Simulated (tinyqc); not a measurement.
Straight dislocations in isotropic elasticity: fields, energies, partials, Peierls stress and walls: one step, computed by the program tinyqc.

The line runs along z, the glide plane is y = 0, and beta is the angle between b and the line (0 screw, 90 degrees edge): b_e = b sin(beta) along +x with the extra half plane at y > 0, b_s = b cos(beta). Stress is positive in tension.

Problem. Low-angle tilt boundary. A symmetric tilt wall of edge dislocations has the spacing h = b/(2 sin(theta/2)); Read-Shockley: gamma_b = E0 theta (A - ln theta), E0 = G b/(4 pi (1 - nu)), A = 1 + ln(b/(2 pi r0)), theta in radians.

Inputs (values chosen for the exercise, modelled on nickel): shear modulus G = 82.4 GPa; Poisson ratio nu = 0.311; Burgers vector b = 2.492 angstrom; core radius r0/b = 1.5; tilt angle theta = 2.3 degrees.

Give: spacing h; boundary energy; angle of the maximum, exp(A - 1).

Solution.

spacing h = 6.208 nm

boundary energy = 187.7 mJ/m^2

angle of the maximum, exp(A - 1) = 6.079 degrees
